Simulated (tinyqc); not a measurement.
Ionisation and resistivity against doping: donors on two lattice sites with valley-orbit split states.

Each donor binds at most one electron, in any of its states. For a site s, W_s = sum over its states of g exp(E/kT), and the ionised share is 1/(1 + W_s exp(eta)), eta = (EF - Ec)/kT; n = Nc F_1/2(eta); neutrality n + NA = ND x (mean ionised share, the two sites in equal numbers); holes are neglected. Nc from N = 2 (m kB T/(4 pi c))^(3/2) with c = hbar^2/2m0, in 1/angstrom^3; times 1e24 for 1/cm^3, m = md. F_j(eta) = (1/Gamma(j + 1)) integral_0^infinity x^j dx/(1 + exp(x - eta)), which tends to exp(eta) for eta << 0.

Mobility (Caughey-Thomas form): mu = mu0 + (mu1 (T/300)^(-ga) - mu0)/(1 + ((ND + NA)/Nr)^de); rho = 1/(e n mu), e = 1.602176634e-19 C.

Constants: hbar^2/2m0 = 3.80998211 eV angstrom^2; kB = 8.617333262e-05 eV/K.

Inputs chosen for the exercise (near those of nitrogen in 4H-SiC; the results hold for these values, not for the real material): md = 0.799 m0 (density-of-states mass of the conduction band); E = (57.9, 49.9, 124.8, 75.6) meV (binding energies of h ground, h excited, k ground, k excited); g = (2, 4, 2, 4) (their degeneracies with spin); T = 350 K; mu0 = 44 cm^2/(V s) (mobility at heavy doping); mu1 = 932 cm^2/(V s) (mobility at light doping and 300 K); Nr = 1.9e+17 1/cm^3 (reference doping); de = 0.61 (doping exponent); ga = 2.4 (temperature exponent).

NA = 0.

Results:
```
ND (1/cm^3)  n (1/cm^3)   n/ND  mu (cm^2/(V s))  rho (ohm cm)  rho at full ionisation
1.0e+14        1.00e+14  1.000              638          97.9                    97.9
1.0e+15        9.95e+14  0.995              620          10.1                    10.1
1.0e+16        9.58e+15  0.958              558          1.17                    1.12
3.0e+16        2.68e+16  0.894              497         0.468                   0.419
1.0e+17        7.62e+16  0.762              402         0.204                   0.155
3.0e+17        1.80e+17  0.600              302         0.115                  0.0688
1.0e+18        4.21e+17  0.421              204        0.0728                  0.0306
2.0e+18        6.58e+17  0.329              159        0.0595                  0.0196
```

From 1e16 to 1e18 1/cm^3 rho falls by a factor 16, not 100: the mobility takes a factor 2.74 and incomplete ionisation 2.28. n/ND is below 0.9 from 3e+16 1/cm^3 on. Near 1e19 1/cm^3 and above the levels merge with the band, and already below that screening lowers the binding energy, so the last rows understate n.

tinyqc: `OMP_NUM_THREADS=1 python tinyqc.py 1682066 1682067 out.jsonl`; about 0.01 s, one thread, shared Intel(R) Xeon(R) Processor @ 2.30GHz.
